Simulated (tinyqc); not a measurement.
# Scattering mobility, thermal velocity and mass from two apparent mobilities

Question. 1/mu_app = 1/mu_0 + 1/mu_B with the ballistic mobility mu_B = vT L/(2 Vt) and vT = sqrt(2 kB T/(pi m)) (non-degenerate carriers); the mean free path is 2 Vt mu_0/vT. Find mu_0, vT, m and the mean free path.

Parameters, values chosen for the exercise: temperature T = 250 K.

Constants: q = 1.602176634e-19 C, kB = 1.380649e-23 J/K, m0 = 9.1093837015e-31 kg, Vt = kB T/q. Results are converted to the units shown.

apparent mobility at L = 25 and 400 nm (cm^2/(V s)): 559.64135  2239.6412

Answer. 1/mu_app is linear in 1/L: the slope is 2 Vt/vT and the intercept 1/mu_0.

mu_0 = 2800 cm^2/(V s)
vT = 1.205e7 cm/s
m = 0.1660 m0
mean free path = 100.1 nm

tinyqc, about 0.01 s, one thread, Intel Xeon 2.30GHz (shared host): `OMP_NUM_THREADS=1 python tinyqc.py 2380087 2380088 out.jsonl`
